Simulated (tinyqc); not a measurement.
Inside a calculation. Method: Hubbard chain of 4 sites. Computed by tinyqc, a small Python program that keeps every step. Settings: hopping = 1.33, U = 1.2, mixing = 1, iteration cap = 71. Command: `OMP_NUM_THREADS=1 python tinyqc.py 24797 24798 out.jsonl` (the two numbers bound the seeds that draw the settings). One thread of a shared host (Intel(R) Xeon(R) Processor @ 2.60GHz), about 0.2 s of CPU time with the checks. Later iterations appear only in the table of the cycle.

## Mean-field iteration 1

one-body matrix (hopping and site energies) (eV):
```
           1          2          3          4
1   0.000000  -1.330000   0.000000   0.000000
2  -1.330000   0.000000  -1.330000   0.000000
3   0.000000  -1.330000   0.000000  -1.330000
4   0.000000   0.000000  -1.330000   0.000000
```

U = 1.200000 eV

electrons, up and down: 2  1

mixing = 1

n(up) at the start (a guess, not normalised): 1 0.800000, 2 0.200000, 3 0.800000, 4 0.200000

n(down) at the start (a guess): 1 0.000000, 2 0.550000, 3 0.000000, 4 0.550000

H(up) = T + U n(down), H(down) = T + U n(up); fill the lowest levels; n(new) = n + mixing (n(out) - n); E = tr T (rho up + rho down) + U sum n_up n_down of the output.

levels, up (eV): -1.847140  -0.555754  1.215754  2.507140

levels, down (eV): -1.581889  -0.297363  1.497363  2.781889

energy = -4.436176 eV

n(up) after iteration 1: 1 0.655742, 2 0.393673, 3 0.606327, 4 0.344258

n(down) after iteration 1: 1 0.115395, 2 0.421499, 3 0.302108, 4 0.160998

## Mean-field iteration 2

As before.

levels, up (eV): -1.798041  -0.587368  1.067574  2.517835

levels, down (eV): -1.557329  -0.238952  1.438952  2.757329

energy = -4.529885 eV

n(up) after iteration 2: 1 0.557002, 2 0.447506, 3 0.480450, 4 0.515041

n(down) after iteration 2: 1 0.121015, 2 0.375952, 3 0.345586, 4 0.157447

## Mean-field iteration 3

As before.

levels, up (eV): -1.797576  -0.586246  1.067744  2.516079

levels, down (eV): -1.571920  -0.203501  1.442146  2.733275

energy = -4.535769 eV

n(up) after iteration 3: 1 0.546023, 2 0.457587, 3 0.470932, 4 0.525458

n(down) after iteration 3: 1 0.130559, 2 0.370447, 3 0.364540, 4 0.134454

## Convergence

Each step fills the lowest levels of T + U n(other spin) and sets n(new) = n + mixing (n(out) - n); stop when output and input agree to 1e-8.

Course of the cycle:
```
iteration       E (eV)  largest |n(out) - n(in)|  mean |n_up - n_down|
1          -4.43617567                  3.89e-01              0.263913
2          -4.52988508                  1.71e-01              0.250000
3          -4.53576874                  2.30e-02              0.250000
4          -4.53613982                  1.11e-02              0.250000
5          -4.53616261                  1.33e-03              0.250000
6          -4.53616401                  6.66e-04              0.250000
7          -4.53616410                  7.74e-05              0.250000
8          -4.53616410                  4.01e-05              0.250000
9          -4.53616410                  4.58e-06              0.250000
10         -4.53616410                  2.44e-06              0.250000
11         -4.53616410                  2.74e-07              0.250000
12         -4.53616410                  1.49e-07              0.250000
13         -4.53616410                  1.66e-08              0.250000
14         -4.53616410                  9.12e-09              0.250000
```

local moments n_up - n_down: 1 0.405845, 2 0.094155, 3 0.094155, 4 0.405845

Converged in 14 iterations. Before convergence this energy mixes input and output and is not variational, so it may rise towards its limit.

## Exact diagonalisation (24 states)

Lowest levels of the sector, and the double occupancy of the lowest state.

lowest levels (eV): -4.586514  -3.316404  -2.928841  -2.151985  -1.756193  -1.517742

double occupancy per site = 0.100025

The mean-field solution above lies 0.0503 eV above the exact energy.

## The lowest level by Lanczos steps

From a random start vector (not printed): a_j = <q_j|H|q_j>, b_j = norm of the remainder after orthogonalising; the Ritz value is the lowest eigenvalue of the tridiagonal matrix of a and b so far.

Lanczos:
```
j    a_j (eV)  b_j (eV)  lowest Ritz value (eV)
1   -1.656230  2.853002             -1.65622950
2   -0.216902  2.806977             -3.87893525
3    2.026329  2.429924             -4.40420803
4    0.884913  2.801317             -4.51302262
5    0.669228  2.428244             -4.56338895
6    1.194317  1.798060             -4.58245576
7    0.194050  1.390207             -4.58605832
8    0.587714  1.898456             -4.58642626
9    0.604005  2.331223             -4.58649010
10   0.868998  2.133801             -4.58650866
```
